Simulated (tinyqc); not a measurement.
MOS capacitor with interface traps: C-V stretch-out, conductance peak and subthreshold swing: one step, computed by the program tinyqc. Command: `OMP_NUM_THREADS=1 python tinyqc.py 3009038 3009039 out.jsonl mostraps walk`. One thread of a shared host (Intel(R) Xeon(R) Processor @ 2.30GHz), about 0.01 s of CPU time with the checks.

Energies at the interface are counted from the valence band. psi > 0 means bending towards depletion, so the surface potential is -psi. Boltzmann statistics, full ionisation, no quantum confinement. Traps are neutral when filled up to E_n, with a sharp (zero-temperature) occupation.

Task: Conductance peak. v = sqrt(3 k_B T/m) with the majority mass; surface density n_s = N exp(-psi/k_B T); tau = 1/(sigma v n_s); for a continuum of levels G_p/omega = C_it ln(1 + omega^2 tau^2)/(2 omega tau), which peaks at omega tau = 1.98, the frequency 1.98/(2 pi tau); potential fluctuations are left out.

Inputs (values chosen for the exercise, modelled on silicon, with an insulator like Al2O3):

| quantity | value | unit |
|---|---|---|
| gap E_g | 1.15 | eV |
| electron mass m_e | 0.329 | m_0 |
| doping N | 1e+16 | cm^-3 |
| capture cross-section sigma | 2e-16 | cm^2 |
| band bending towards depletion psi | 0.51 | V |
| temperature T | 200 | K |

Substrate: n-type. Trap spectrum: flat.

k_B T = 0.01723467 eV

C_it = 0.5447401 microF/cm^2

Constants: k_B = 1.380649e-23 J/K; m_0 = 9.1093837015e-31 kg.

Give: v; n_s; trap time constant; peak frequency; peak of G_p/omega.

Result:

v = 1.663e+07 cm/s

n_s = 1408 cm^-3

trap time constant = 2.136e+05 s

peak frequency = 1.475e-06 Hz

peak of G_p/omega = 0.2192 microF/cm^2

Caution: traps deeper than about 24 k_B T and minority carriers reach equilibrium slowly or not at all, so the charges here are limits for very slow sweeps. Caution: near and beyond midgap the traps also exchange with the minority band, so this majority-carrier time constant and peak do not apply.
